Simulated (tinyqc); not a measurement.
Inside a calculation. Method: sp3 tight binding, zinc-blende lattice. One step of it, computed by the program tinyqc.

Question. Bloch Hamiltonian at k. Slater-Koster rules over the four bonds with direction cosines (l, m, n): ss V_ss; s-px l V_sp; px-s -l V_sp; px-px l^2 V_pps + (1 - l^2) V_ppp; px-py l m (V_pps - V_ppp); each times exp(i k.d).

Parameters chosen for this model: zinc-blende lattice, anion at 0, cation at a/4 (1,1,1); V = eta hbar^2 / (m d^2), hbar^2/m = 7.619964 eV angstrom^2:

| parameter | value | unit |
|---|---|---|
| a | 6.170000 | angstrom |
| d | 2.671688 | angstrom |
| Es anion | -12.150000 | eV |
| Ep anion | -6.200000 | eV |
| Es cation | -12.150000 | eV |
| Ep cation | -6.200000 | eV |
| eta ss | -1.510000 |  |
| eta sp | 1.800000 |  |
| eta pp sigma | 2.820000 |  |
| eta pp pi | -0.890000 |  |
| V ss | -1.611975 | eV |
| V sp | 1.921559 | eV |
| V pp sigma | 3.010443 | eV |
| V pp pi | -0.950104 | eV |

k point k (2 pi / a): 0.730000  0.690000  0.730000

Give: H(k) at k.

Answer.

H(k) at k (eV):
```
                a s           a px           a py           a pz
a s         -12.150          0.000          0.000          0.000
a px          0.000         -6.200          0.000          0.000
a py          0.000          0.000         -6.200          0.000
a pz          0.000          0.000          0.000         -6.200
c s   -0.511-4.733i   1.471+0.779i   1.725+0.664i   1.471+0.779i
c px  -1.471-0.779i   0.117+1.087i  -1.750-0.927i  -2.053-0.790i
c py  -1.725-0.664i  -1.750-0.927i   0.117+1.087i  -1.750-0.927i
c pz  -1.471-0.779i  -2.053-0.790i  -1.750-0.927i   0.117+1.087i

                c s           c px           c py           c pz
a s   -0.511+4.733i  -1.471+0.779i  -1.725+0.664i  -1.471+0.779i
a px   1.471-0.779i   0.117-1.087i  -1.750+0.927i  -2.053+0.790i
a py   1.725-0.664i  -1.750+0.927i   0.117-1.087i  -1.750+0.927i
a pz   1.471-0.779i  -2.053+0.790i  -1.750+0.927i   0.117-1.087i
c s         -12.150          0.000          0.000          0.000
c px          0.000         -6.200          0.000          0.000
c py          0.000          0.000         -6.200          0.000
c pz          0.000          0.000          0.000         -6.200
```
